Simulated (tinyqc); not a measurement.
Tension along [110]: repopulation and mass change: two-band k.p model of the Delta valleys near the X point under shear strain.

Valley pair on the [001] axis, kz counted from the X point, c = hbar^2/2m0, k0 = kx0 2 pi/a. H = (c kz^2/ml + c (kx^2 + ky^2)/mt + c k0^2/ml) 1 + (2 c k0 kz/ml) sigma_z + (D exy - 2 c kx ky/Mp) sigma_x, so E = c kz^2/ml + c (kx^2 + ky^2)/mt + c k0^2/ml -/+ sqrt((2 c k0 kz/ml)^2 + (D exy - 2 c kx ky/Mp)^2). Without strain the lower band has its minima, E = 0, at kz = +/- k0. Shifts from diagonal strain are left out.

For |eta| < 1: k_min = k0 sqrt(1 - eta^2), E_min = -Delta eta^2/2, ml(eta) = ml/(1 - eta^2), 1/m[110] = 1/mt + eta/Mp, 1/m[1-10] = 1/mt - eta/Mp. For |eta| > 1 the minimum sits at X: E_min = -Delta (2 |eta| - 1)/2, ml(eta) = ml/(1 - 1/|eta|), and eta is replaced by its sign in the transverse masses. Here Delta = 2 c k0^2/ml and eta = D exy/Delta.

s11 = (C11 + C12)/((C11 - C12)(C11 + 2 C12)), s12 = -C12/((C11 - C12)(C11 + 2 C12)), s44 = 1/C44; exx = s11 sxx + s12 (syy + szz) and cyclic, exy = s44 sxy/2; tension is positive. A uniaxial stress X along the unit vector n is s_ij = X n_i n_j.

Constants: hbar^2/2m0 = 3.80998211 eV angstrom^2; kB = 8.617333262e-05 eV/K.

Values chosen for the exercise (near those of Si; the results hold for these values, not for the real material): a = 5.422 angstrom (lattice constant); ml = 0.909 m0 (longitudinal mass); mt = 0.197 m0 (transverse mass); kx0 = 0.145 2 pi/a (distance of the minimum from X); D = 13.8 eV (shear deformation potential); Mp = 0.228 m0 (coupling mass); C11 = 163.8 GPa; C12 = 64.5 GPa; C44 = 79.2 GPa; Xu = 9.56 eV (uniaxial potential); T = 300 K (temperature).

The z valleys move against the x and y valleys by Xu (ezz - exx) and, through the shear, by E_min. Share of the z valleys n = w/(w + 2 exp(dE/kT)), dE the total relative shift, w = sqrt(ml(eta) m[110] m[1-10]/(ml mt^2)). Along [110]: 1/m_c = n/m[110] + (1 - n)(1/ml + 1/mt)/2. Fixed masses means E_min = 0, w = 1, m[110] = mt. Gains are against 3/(1/ml + 2/mt) at a fixed scattering time.

Results:

| X (GPa) | Xu (ezz - exx) (meV) | E_min (meV) | m[110] | m_c fixed masses | m_c with shear | gain fixed (%) | gain with shear (%) |
|---|---|---|---|---|---|---|---|
| 0.00 | 0.0 | 0.0 | 0.1970 | 0.2666 | 0.2666 | 0.0 | 0.0 |
| 0.25 | -12.0 | -0.3 | 0.1895 | 0.2519 | 0.2460 | 5.8 | 8.4 |
| 1.00 | -48.1 | -4.0 | 0.1700 | 0.2172 | 0.1883 | 22.8 | 41.6 |
| 1.50 | -72.2 | -9.0 | 0.1591 | 0.2058 | 0.1653 | 29.6 | 61.3 |
| 2.00 | -96.3 | -16.0 | 0.1495 | 0.2006 | 0.1513 | 32.9 | 76.2 |
| 3.00 | -144.4 | -36.1 | 0.1334 | 0.1976 | 0.1335 | 34.9 | 99.7 |

Give the missing row, X (GPa) = 0.50.

Computed row:
```
X (GPa)  Xu (ezz - exx) (meV)  E_min (meV)  m[110]  m_c fixed masses  m_c with shear  gain fixed (%)  gain with shear (%)
0.50                    -24.1         -1.0  0.1825            0.2381          0.2246            12.0                 18.7
```

At 1 GPa repopulation alone gives 22.8 % and the shear terms raise it to 41.6 %. From 2 to 3 GPa the fixed-mass gain grows by 2.0 points, towards its ceiling of 35.3 % when all electrons sit in the z valleys, whereas the gain with shear grows by 23.5 points because m[110] keeps falling.

(tinyqc, `OMP_NUM_THREADS=1 python tinyqc.py 1050896 1050897 out.jsonl`, Intel(R) Xeon(R) Processor @ 2.30GHz, 1 thread, shared host, about 0.01 s.)
